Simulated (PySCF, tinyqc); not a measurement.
Coupled-perturbed Hartree-Fock on RHF in the sto-3g basis, for Li-, spin multiplicity 1, step by step. The basis has no diffuse functions, so it cannot describe the extra electron: this is an exercise in the method, not the real anion. The lowest restricted solution is unstable here: a spin-polarised one lies 0.0041 hartree lower (PySCF). One step of it, computed by the program tinyqc.

Task: Response to a field: uncoupled start. Field along y; U_ai = -mu_ai / (e_a - e_i), alpha = -4 sum U_ai mu_ai.

orbital energies (hartree): MO1 -1.968602, MO2 0.102253, MO3 0.415796, MO4 0.415796, MO5 0.415796

dipole integrals <a|y|i> (bohr):
```
          i1        i2
a3  0.000000  0.000000
a4  0.207518  1.815666
a5  0.000000  0.000000
```

Give: uncoupled U; uncoupled polarisability.

Result:

uncoupled U:
```
         i1       i2
a3   0.0000   0.0000
a4  -0.0870  -5.7908
a5   0.0000   0.0000
```

uncoupled polarisability = 42.1288 bohr^3
